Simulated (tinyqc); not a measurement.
Two-band massive Dirac model of the K valleys: sweeps and comparisons. A value that a table varies takes the place of the one given here.

Basis (conduction, valence): H = [[D/2, a t (tau kx - i ky)], [a t (tau kx + i ky), -D/2 + lam tau sz]], valley tau = +/-1, spin sz = +/-1. The gap of a spin and valley is G = D - lam tau sz. Berry curvature Omega = curl of i<u|grad u>; for the conduction band Omega_c = -tau 2 a^2 t^2 G/(G^2 + 4 a^2 t^2 k^2)^(3/2), and Omega_v = -Omega_c.

Constants: hbar^2/2m0 = 3.80998211 eV angstrom^2.

Values chosen for the exercise (near those used for monolayer WSe2; shifted at random, so the results belong to these values and not to a real crystal): a = 3.304 angstrom (lattice constant); D = 1.52 eV (gap parameter); t = 1.11 eV (effective hopping); lam = 0.219 eV (half the valence spin splitting).

## Away from the valley

Flavour tau = +1, sz = +1. Parabolic transition energy G + 2 a^2 t^2 k^2/G; degree of circular polarisation eta = 2 cos(theta)/(1 + cos^2(theta)). The last column is the Berry flux of the conduction band inside |k|, over 2 pi: -(1 - cos(theta))/2, cos(theta) = G/(transition energy).

Along |k|:

| \|k\| (1/angstrom) | transition (eV) | parabolic (eV) | Omega_c (angstrom^2) | eta | flux/2 pi |
|---|---|---|---|---|---|
| 0.000 | 1.3010 | 1.3010 | -15.893 | 1.0000 | 0.0000 |
| 0.025 | 1.3139 | 1.3139 | -15.431 | 1.0000 | -0.0049 |
| 0.050 | 1.3517 | 1.3527 | -14.171 | 0.9993 | -0.0188 |
| 0.075 | 1.4125 | 1.4173 | -12.418 | 0.9966 | -0.0395 |
| 0.100 | 1.4935 | 1.5078 | -10.505 | 0.9906 | -0.0645 |
| 0.150 | 1.7039 | 1.7662 | -7.075 | 0.9647 | -0.1182 |
| 0.200 | 1.9608 | 2.1281 | -4.643 | 0.9214 | -0.1682 |
| 0.300 | 2.5563 | 3.1619 | -2.095 | 0.8085 | -0.2455 |

The curvature halves at |k| = 0.136 1/angstrom, where 2 a t k = 0.766 G. At 0.3 the parabola is 606 meV too high, eta has fallen only to 0.808, and the flux has reached -0.246 of the -1/2 that a whole cone holds. The real bands leave this model beyond about 0.1 to 0.2 1/angstrom, where trigonal warping and other bands enter.

## Hole doping of the spin-split valence bands

The Fermi level lies E below the top of the valence band. kF for the upper and lower band of valley +1 from the two-band energy; each flavour holds kF^2/(4 pi) holes per area and both valleys count. Spin polarisation within one valley; Berry flux removed from valley +1, the sum of (1 - cos(theta_F))/2 with cos(theta_F) = G/sqrt(G^2 + 4 a^2 t^2 kF^2), in units of 2 pi.

Holes:

| E (meV) | kF upper (1/angstrom) | kF lower | p (1e12/cm^2) | spin polarisation in a valley | flux/2 pi |
|---|---|---|---|---|---|
| 54.8 | 0.0743 | 0.0000 | 8.78 | 1.000 | 0.0388 |
| 109.5 | 0.1072 | 0.0000 | 18.28 | 1.000 | 0.0720 |
| 219.0 | 0.1573 | 0.0000 | 39.39 | 1.000 | 0.1259 |
| 328.5 | 0.1995 | 0.0000 | 63.34 | 1.000 | 0.1678 |
| 416.1 | 0.2305 | 0.0000 | 84.54 | 1.000 | 0.1951 |
| 481.8 | 0.2527 | 0.0762 | 110.88 | 0.833 | 0.2367 |
| 657.0 | 0.3093 | 0.1786 | 202.96 | 0.500 | 0.3518 |
| 876.0 | 0.3765 | 0.2663 | 338.49 | 0.333 | 0.4544 |

Up to E = 2 lam = 438 meV, a density of 90.1e12/cm^2, only the upper band of this model is emptied and each valley is fully spin-polarised, oppositely in the two. Beyond it the polarisation falls, to 0.33 in the last row. The flux, times e^2/h, is in size the change of the Hall conductivity of one valley; the other valley cancels it in the charge current. Rows with kF above about 0.2 1/angstrom lie beyond the range of the model, and in real layers the valley at Gamma, close below in MoS2 and WS2, can take holes as well.

## What each parameter does

Flavour tau = sz = +1 at k = 0: gap G, mass c G/(a t)^2 with c = hbar^2/2m0, Omega_c, and the B - A splitting 2 lam. Each row changes one parameter from the base and keeps the others.

Results:

| case | G (eV) | mass (m0) | Omega_c (angstrom^2) | B - A (eV) |
|---|---|---|---|---|
| base | 1.3010 | 0.3685 | -15.893 | 0.4380 |
| a = 3.3701 angstrom | 1.3010 | 0.3542 | -16.535 | 0.4380 |
| D = 1.672 eV | 1.4530 | 0.4116 | -12.742 | 0.4380 |
| t = 1.221 eV | 1.3010 | 0.3046 | -19.230 | 0.4380 |
| lam = 0.3285 eV | 1.1915 | 0.3375 | -18.948 | 0.6570 |

The largest shifts from the base row, up to three for each result and ties (the steps differ in size, so this ranks the rows, not the parameters). G (eV): D +0.1520, lam -0.1095; unchanged at the printed digits by a and t. mass (m0): t -0.0640, D +0.0431, lam -0.0310. Omega_c (angstrom^2): t -3.337, D +3.151, lam -3.055. B - A (eV): lam +0.2190; unchanged at the printed digits by a, D and t. The mass goes as G/(a t)^2 and the curvature as (a t)^2/G^2, so their product is -2c/G.

(tinyqc, `OMP_NUM_THREADS=1 python tinyqc.py 1450953 1450954 out.jsonl`, Intel(R) Xeon(R) Processor @ 2.30GHz, 1 thread, shared host, about 0.01 s.)
